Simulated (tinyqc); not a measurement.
Worked calculation: plane-wave Kohn-Sham cycle with exchange-only LDA in a layered model solid. Computed by tinyqc, a small Python program that keeps every step. Settings: points = 16, plane-wave index or count = 2, electrons = 2, k points = 3, area = 21.0, mixing = 0.8, iteration cap = 69. Command: `OMP_NUM_THREADS=1 python tinyqc.py 24367 24368 out.jsonl` (the two numbers bound the seeds that draw the settings). One thread of a shared host (Intel(R) Xeon(R) Processor @ 2.60GHz), about 0.02 s of CPU time with the checks.

A solid whose potential varies along x alone (atomic units):
```
parameter                      value
period a                   14.800000
cross-section of the cell  21.000000
electrons per cell                 2
grid points                       16
plane waves -n..n, n               2
k points                           3
V1 in V1 cos(2 pi x/a)     -0.170000
V2 in V2 cos(4 pi x/a)     -0.050000
```

Stop when sqrt(dV sum R^2) is below 1e-8, dV = a A/N.

Course of the cycle:
```
iteration  E (hartree)  norm of the residual
1           -0.4854176              1.40e-01
2           -0.9901129              2.32e-01
3           -1.3465778              2.22e-01
4           -0.8972184              2.22e-01
5           -1.3562013              2.22e-01
6           -0.8973586              2.22e-01
7           -1.3560303              2.22e-01
8           -0.8974748              2.22e-01
9           -1.3560118              2.22e-01
10          -0.8974823              2.22e-01
11          -1.3560108              2.22e-01
...                ...                   ...
59          -1.3560108              2.22e-01
60          -0.8974827              2.22e-01
61          -1.3560108              2.22e-01
62          -0.8974827              2.22e-01
63          -1.3560108              2.22e-01
64          -0.8974827              2.22e-01
65          -1.3560108              2.22e-01
66          -0.8974827              2.22e-01
67          -1.3560108              2.22e-01
68          -0.8974827              2.22e-01
69          -1.3560108              2.22e-01
```

Can the last value be used, and what does the course show?

Not by the stop rule. Not converged within 69 iterations: the residual has stopped falling: the iteration swings between two states. Reruns (cap 100 unless said): mixing 0.1: not converged; mixing 0.5, Kerker q0 1.0: converged in 51 (E = -0.30208); mixing 0.3, Pulay depth 5: converged in 19 (E = -0.30208); the original settings with a cap of 400: not converged.
